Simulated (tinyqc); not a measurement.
Length of a molecular wire: coherent transport through a tight-binding bridge. Computed by the program tinyqc. T = Gamma_L Gamma_R |G_1n|^2 with the self-energies of semi-infinite chains.

A uniform bridge between two chains:
```
parameter                        value
site energy (eV)              2.400000
hopping in the bridge (eV)    1.350000
lead hopping (eV)             1.830000
couplings (eV)              0.68, 0.57
E (eV)                        0.140000
```

Transmission against length:
```
sites           T    ln T
2      2.7927e-02  -3.578
3      4.7107e-02  -3.055
4      2.7214e-01  -1.301
5      2.4002e-01  -1.427
6      4.5219e-02  -3.096
7      2.7757e-02  -3.584
8      3.4196e-02  -3.376
9      1.0114e-01  -2.291
10     8.7951e-01  -0.128
```

What does the comparison show, and why?

E lies inside the band of the bridge (|E - e|/2h = 0.837 < 1): T does not decay but oscillates with length, between 0.028 and 0.880 here, as levels of the bridge pass E.
